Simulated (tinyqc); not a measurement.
Electron-beam lithography: double-Gaussian proximity function, edge placement and dose correction for parallel lines. Inputs raised by 10 %, one at a time. Computed by tinyqc, a small Python program. Command: `OMP_NUM_THREADS=1 python tinyqc.py 3112195 3112196 out.jsonl proximity sens`. One thread of a shared host (Intel(R) Xeon(R) Processor @ 2.30GHz), about 0.02 s of CPU time with the checks.

Lines are infinitely long. Absorbed energy is counted so that the middle of a very large area written at dose 1 receives 1; the resist develops where it exceeds 1/2.

Inputs (values chosen for the exercise, of the order of those for 10 keV electrons in resist on silicon): forward range alpha = 0.013 micrometre; backscatter range beta = 1.2 micrometre; backscatter ratio eta = 0.81; base dose D0 = 320 microcoulomb/cm^2; beam current = 0.59 nA; pixel size = 5 nm; width of the test line = 0.089 micrometre; pattern density around the test line = 0.4.

line widths (micrometre): [0.089, 0.042, 0.034, 0.11, 0.048]

gaps between the lines (micrometre): [0.073, 0.17, 0.19, 1]

Constants: e = 1.602176634e-19 C.

Method:
- The first line starts at x = 0; each next one starts after the width and the gap.
- f(r) = [exp(-r^2/alpha^2)/alpha^2 + eta exp(-r^2/beta^2)/beta^2]/(pi (1 + eta)). A line from a to b at dose d gives E(x) = d [S(alpha) + eta S(beta)]/(1 + eta), S(s) = [erf((b - x)/s) - erf((a - x)/s)]/2.
- M_ij is the mean of E at the two edges of line i from line j at dose 1.
- Uncorrected edge energies are M 1. Solve M d = 1/2 for the doses d that put the mean edge energy of every line at the threshold.
- A test line of width w << beta in surroundings of density rho, all at dose d: near its edge E(x) = d [S + eta rho]/(1 + eta), S = [erf((b - x)/alpha) - erf((a - x)/alpha)]/2 for edges a and b, the second term being the background energy. Dose to size d_s = (1 + eta)/(erf(w/alpha) + 2 eta rho), dose = d_s D0; edge slope d [1 - exp(-w^2/alpha^2)]/(sqrt(pi) alpha (1 + eta)); width change per 1 % of dose = 2 x 0.01 x (1/2)/slope.
- With dose = d_s D0: electrons per pixel N = dose x pixel area/e; relative noise 1/sqrt(N); time per cm^2 of pattern area = dose x density/current; pixel rate = current/(dose x pixel area).

Runs:
```
input moved                            from      to  dose to size d_s  largest over smallest dose  writing time per cm^2 (h)  shot noise (%)
base run                                  -       -             1.098                       1.111                      66.19           4.270
forward range alpha (micrometre)      0.013  0.0143             1.098                       1.110                      66.19           4.270
backscatter range beta (micrometre)     1.2    1.32             1.098                       1.093                      66.19           4.270
backscatter ratio eta                  0.81   0.891             1.104                       1.122                      66.53           4.259
pattern density around the test line    0.4    0.44             1.057                       1.111                      70.05           4.353
base dose D0 (microcoulomb/cm^2)        320     352             1.098                       1.111                      72.81           4.071
beam current (nA)                      0.59   0.649             1.098                       1.111                      60.17           4.270
pixel size (nm)                           5     5.5             1.098                       1.111                      66.19           3.882
```

Exponents ln(y'/y) / ln(x'/x):
```
input                                 dose to size d_s  largest over smallest dose  writing time per cm^2  shot noise
forward range alpha                              0.000                      -0.006                  0.000       0.000
backscatter range beta                           0.000                      -0.171                  0.000       0.000
backscatter ratio eta                            0.055                       0.103                  0.055      -0.027
pattern density around the test line            -0.405                       0.000                  0.595       0.202
base dose D0                                     0.000                       0.000                  1.000      -0.500
beam current                                     0.000                       0.000                 -1.000       0.000
pixel size                                       0.000                       0.000                  0.000      -1.000
```

To which inputs is each result most sensitive?

Among the inputs moved here: dose to size d_s answers most in size to pattern density around the test line (exponent -0.405), next to backscatter ratio eta (+0.055); its exponent is below 0.0005 for forward range alpha, backscatter range beta, base dose D0, beam current, pixel size. Largest over smallest dose answers most in size to backscatter range beta (exponent -0.171), next to backscatter ratio eta (+0.103); its exponent is below 0.0005 for pattern density around the test line, base dose D0, beam current, pixel size. Writing time per cm^2 answers most in size to beam current (exponent -1.000), and about equally to base dose D0 (+1.000); its exponent is below 0.0005 for forward range alpha, backscatter range beta, pixel size. Shot noise answers most in size to pixel size (exponent -1.000), next to base dose D0 (-0.500); its exponent is below 0.0005 for forward range alpha, backscatter range beta, beam current.

Extremes, crossings and ranges named in words are read from the listed rows.
